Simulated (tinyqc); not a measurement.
Bias-temperature instability from a Gaussian distribution of capture and emission barriers: one step, computed by the program tinyqc. Command: `OMP_NUM_THREADS=1 python tinyqc.py 3018972 3018973 out.jsonl bti walk`. One thread of a shared host (Intel(R) Xeon(R) Processor @ 2.30GHz), about 0.01 s of CPU time with the checks.

Each trap has a capture time tau_0 exp(E_c/(k_B T)) under stress and an emission time tau_0 exp(E_e/(k_B T)) after it. E_c is Gaussian, and E_e = E_c + d with d Gaussian and independent. A trap counts as filled once t_s exceeds its capture time and as emptied once t_r exceeds its emission time.

Problem. Stress. Demarcation energies E_s = k_B T ln(t_s/tau_0), E_r = k_B T ln(t_r/tau_0); mean barrier mu = mu_c - k_F F; z = (E_s - mu)/sigma_c; Phi is the standard normal distribution. Temperatures in kelvin are T(C) + 273.15. Shift without recovery dV0 = V_max Phi(z); local time exponent n = d ln dV0/d ln t_s = (k_B T/sigma_c) exp(-z^2/2)/(sqrt(2 pi) Phi(z)); apparent activation energy n E_s.

Inputs (values chosen for the exercise, for a model p-channel transistor):

| quantity | value | unit |
|---|---|---|
| shift with all traps filled V_max | 78 | mV |
| mean capture barrier at zero field mu_c | 1.83 | eV |
| spread of capture barriers sigma_c | 0.37 | eV |
| lowering of mu_c per field k_F | 0.05 | eV/(MV/cm) |
| oxide field F | 7.1 | MV/cm |
| time constant tau_0 | 5e-09 | s |
| temperature T | 60 | C |
| stress time t_s | 10000 | s |

Constants: k_B = 8.617333262e-05 eV/K.

Give: E_s; mean barrier mu; z; shift without recovery dV0; time exponent n; apparent activation energy.

Solution.

E_s = 0.8131 eV

mean barrier mu = 1.475 eV

z = -1.789

shift without recovery dV0 = 2.872 mV

time exponent n = 0.1697

apparent activation energy = 0.1380 eV

The stress has filled 3.7 % of the traps. The apparent energy 0.138 eV is only the share n of the barriers near 0.81 eV that are being crossed.
